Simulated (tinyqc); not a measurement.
Thickness series: Landau-Devonshire theory of a uniaxial ferroelectric. Computed by tinyqc, a small Python program. Command: `OMP_NUM_THREADS=1 python tinyqc.py 3023817 3023818 out.jsonl ferro walk`. One thread of a shared host (Intel(R) Xeon(R) Processor @ 2.30GHz), about 0.01 s of CPU time with the checks.

G(P) = (alpha/2) P^2 + (beta*/4) P^4 + (gamma/6) P^6 - E P per volume, SI units, one domain, P along the polar axis, which is normal to the film.

Inputs (values chosen for the exercise, for a model ferroelectric):
```
quantity                          value             unit
alpha_0                          667000      J m/(C^2 K)
Curie-Weiss temperature T0          670                K
beta                           2.02e+09        J m^5/C^4
gamma                          3.01e+10        J m^9/C^6
temperature T                       317                K
misfit strain u_m                -0.016                -
electrostriction Q12              -0.03          m^4/C^2
compliance s11 + s12            6.8e-12            m^2/N
film thickness d                     35               nm
screening length lambda           0.014               nm
background permittivity eps_b         7                -
series capacitance C_d              3.1  microfarad/cm^2
```

Sample: epitaxial film.

Constants: eps_0 = 8.8541878128e-12 F/m.

Method:
- alpha = alpha_0 (T - T0*), with clamping: T0* = T0 + 4 Q12 u_m/(alpha_0 (s11 + s12)), beta* = beta + 4 Q12^2/(s11 + s12).
- Ps^2 = [-beta* + sqrt(beta*^2 - 4 alpha gamma)]/(2 gamma).
- chi = 1/(eps_0 G''), G'' = alpha + 3 beta* P^2 + 5 gamma P^4 at Ps. Ps, chi and the coercive field are for perfect screening, without a depolarising field. The intrinsic coercive field is |alpha P + beta* P^3 + gamma P^5| at the P_c where G'' = 0. 1 C/m^2 = 100 microcoulomb/cm^2.
- Between shorted electrodes with screening length lambda each, the depolarising field is -k P, k = 2 lambda/(eps_0 (d + 2 lambda eps_b)), so alpha turns into alpha + k.
- The polar state is the lowest uniform state while alpha + k < 0 (beta* > 0) or < 3 beta*^2/(16 gamma) (beta* < 0); setting the equality gives the critical thickness d_c.
- Domains are left out, though they can pre-empt both the loss of P and the state at P = 0. The second and third columns are for the shorted capacitor, polar only where it is the lowest uniform state: alpha + k < 0 (beta* > 0) or < 3 beta*^2/(16 gamma) (beta* < 0). The last column is another circuit, the film in series with C_d at P = 0: 1/C = (alpha d)/(1 + alpha eps_0 eps_b) + 1/C_d, and P = 0 is locally stable while 1/C > 0; a dash marks the rest.

alpha = -5.17804e+08 J m/C^2

beta* = 2.54941e+09 J m^5/C^4

critical thickness d_c = 5.91123 nm

spontaneous polarisation Ps = 30.8995 microcoulomb/cm^2

Against thickness:
```
d (nm)  P (microcoulomb/cm^2)  depolarising field (MV/m)  C of the stack / C_d
1                       0.000                      0.000                  1.02
2                       0.000                      0.000                  1.03
3                       0.000                      0.000                  1.05
5                       0.000                      0.000                  1.09
8                      19.039                     73.461                  1.15
15                     25.994                     54.096                  1.33
30                     28.674                     30.029                  1.99
60                     29.832                     15.672                202.00
150                    30.482                      6.418                     -
```

What does the comparison show, and why?

The polar state appears between 5 and 8 nm (d_c = 5.91 nm), and at 150 nm P is 98.6 % of Ps. The stack exceeds C_d wherever it is stable, up to 202 times: the ferroelectric held at P = 0 acts as a negative capacitance. Caution: far below T0* the expansion with linear alpha(T) is only a fit.

Extremes, crossings and ranges named in words are read from the listed rows.
